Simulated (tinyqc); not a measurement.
IGBT as a p-i-n diode in series with a MOS channel, on-state and switching loss: two steps of the calculation.

High injection (n = p) in a drift layer from x = -W/2 (anode) to +W/2 (cathode side), recombination only in the layer with lifetime tau, ideal emitters. The channel feeds the cathode side and carries the whole current. Auger recombination, carrier-carrier scattering, emitter losses and the carrier dip under the p body are left out.

Parameters, values chosen for the exercise; material values close to those of silicon:
```
symbol    value       unit                                 meaning
T           300          K                             temperature
Eg          1.1         eV                                band gap
Nc      2.76e19      cm^-3  conduction-band density of states at T
Nv      2.69e19      cm^-3     valence-band density of states at T
Nd       7.2e13      cm^-3               doping of the drift layer
tau        0.76         us                 high-injection lifetime
J           150     A/cm^2                         current density
Rch         1.7  mohm cm^2     channel and accumulation resistance
```

Constants: q = 1.602176634e-19 C, kB = 1.380649e-23 J/K, Vt = kB T/q. Results are converted to the units shown.

Question 1. Carrier profile. n(x) = (tau J/(2 q La))[cosh(x/La)/sinh y - B sinh(x/La)/cosh y]. x/La = (2 x/W) y.

| point | 2 x/W |
|---|---|
| 0 | -1 |
| 1 | -0.75 |
| 2 | -0.5 |
| 3 | -0.25 |
| 4 | 0 |
| 5 | 0.25 |
| 6 | 0.5 |
| 7 | 0.75 |
| 8 | 1 |

B = 0.48936170
La = 37.477842 um
y = 1.4675338

Give: n.

Answer 1.

| point | n (cm^-3) |
|---|---|
| 0 | 1.473e17 |
| 1 | 1.043e17 |
| 2 | 7.552e16 |
| 3 | 5.699e16 |
| 4 | 4.622e16 |
| 5 | 4.173e16 |
| 6 | 4.293e16 |
| 7 | 4.997e16 |
| 8 | 6.381e16 |

The density is 2.31 times higher at the anode than at the cathode side, since holes are the slower carriers; its smallest listed value is 580 times Nd.

Question 2. On-state voltage. Vm = Vt [(8 b/(b + 1)^2)(sinh y/s) arctan(s sinh y) + B ln((1 + B tanh^2 y)/(1 - B tanh^2 y))], s = sqrt(1 - B^2 tanh^2 y); Vj = Vt ln(n(-W/2) n(W/2)/ni^2), ni = sqrt(Nc Nv) exp(-Eg/(2 Vt)), Eg in volts; Vc = J Rch; Von = Vm + Vj + Vc.

b = 2.9166667
B = 0.48936170
La = 37.477842 um
y = 1.4675338

Find: Vm; Vj; Vc; Von.

Answer 2.

Vm = 0.10718 V
Vj = 0.80847 V
Vc = 0.25500 V
Von = 1.1707 V

Vm does not depend on J, since the carrier density grows with it. Junctions, layer and channel take 69, 9.2 and 22 % of Von.

Computed by the program tinyqc: `OMP_NUM_THREADS=1 python tinyqc.py 2590128 2590129 out.jsonl`, one thread of a shared Intel Xeon 2.30GHz, about 0.01 s for the whole run.
